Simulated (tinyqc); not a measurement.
Inside a calculation. Method: UHF in the sto-3g basis, for H3, spin multiplicity 2. One step of it, computed by the program tinyqc.

Question. Iteration 3: building the Fock matrix. J_ij = sum D_kl (ij|kl) with D = D(alpha) + D(beta), K_ij = sum D_kl (ik|jl) for each spin; F = H + J - K(s); E = tr D H + tr D J / 2 - 0.5 sum_s tr D(s) K(s) + E_nn.

D(alpha) after iteration 2, order 1H 1s, 2H 1s, 3H 1s:
$$\begin{pmatrix}
0.253662 & 0.234236 & 0.234236 \\
0.234236 & 0.734095 & -0.301500 \\
0.234236 & -0.301500 & 0.734095
\end{pmatrix}$$

D(beta) after iteration 2, order 1H 1s, 2H 1s, 3H 1s:
$$\begin{pmatrix}
0.446011 & 0.234418 & 0.234418 \\
0.234418 & 0.123207 & 0.123207 \\
0.234418 & 0.123207 & 0.123207
\end{pmatrix}$$

core Hamiltonian H = T + V (hartree), order 1H 1s, 2H 1s, 3H 1s:
$$\begin{pmatrix}
-1.247356 & -0.497587 & -0.497587 \\
-0.497587 & -1.053688 & -0.061403 \\
-0.497587 & -0.061403 & -1.053688
\end{pmatrix}$$

Two-electron integrals (ij|kl) in chemists' order, unique and non-zero (hartree):
```
(11|11) 0.774606   (21|11) 0.178919   (21|21) 0.059844   (22|11) 0.380461
(22|21) 0.178919   (22|22) 0.774606   (31|11) 0.178919   (31|21) 0.039155
(31|22) 0.084976   (31|31) 0.059844   (32|11) 0.019032   (32|21) 0.005226
(32|22) 0.013420   (32|31) 0.005226   (32|32) 0.000559   (33|11) 0.380461
(33|21) 0.084976   (33|22) 0.196678   (33|31) 0.178919   (33|32) 0.013420
(33|33) 0.774606
```

nuclear repulsion = 0.98360076 hartree

Give: Coulomb J; exchange K(alpha); exchange K(beta); F(alpha); F(beta); total energy of this density.

Answer.

Coulomb J (hartree), order 1H 1s, 2H 1s, 3H 1s:
$$\begin{pmatrix}
1.5229 & 0.4424 & 0.4424 \\
0.4424 & 1.3414 & 0.0459 \\
0.4424 & 0.0459 & 1.3414
\end{pmatrix}$$

exchange K(alpha) (hartree), order 1H 1s, 2H 1s, 3H 1s:
$$\begin{pmatrix}
0.4284 & 0.2701 & 0.2701 \\
0.2701 & 0.6624 & 0.0124 \\
0.2701 & 0.0124 & 0.6624
\end{pmatrix}$$

exchange K(beta) (hartree), order 1H 1s, 2H 1s, 3H 1s:
$$\begin{pmatrix}
0.5376 & 0.2305 & 0.2305 \\
0.2305 & 0.2118 & 0.0874 \\
0.2305 & 0.0874 & 0.2118
\end{pmatrix}$$

F(alpha) (hartree), order 1H 1s, 2H 1s, 3H 1s:
$$\begin{pmatrix}
-0.1528 & -0.3254 & -0.3254 \\
-0.3254 & -0.3746 & -0.0279 \\
-0.3254 & -0.0279 & -0.3746
\end{pmatrix}$$

F(beta) (hartree), order 1H 1s, 2H 1s, 3H 1s:
$$\begin{pmatrix}
-0.2621 & -0.2857 & -0.2857 \\
-0.2857 & 0.0759 & -0.1028 \\
-0.2857 & -0.1028 & 0.0759
\end{pmatrix}$$

total energy of this density = -1.445660 hartree
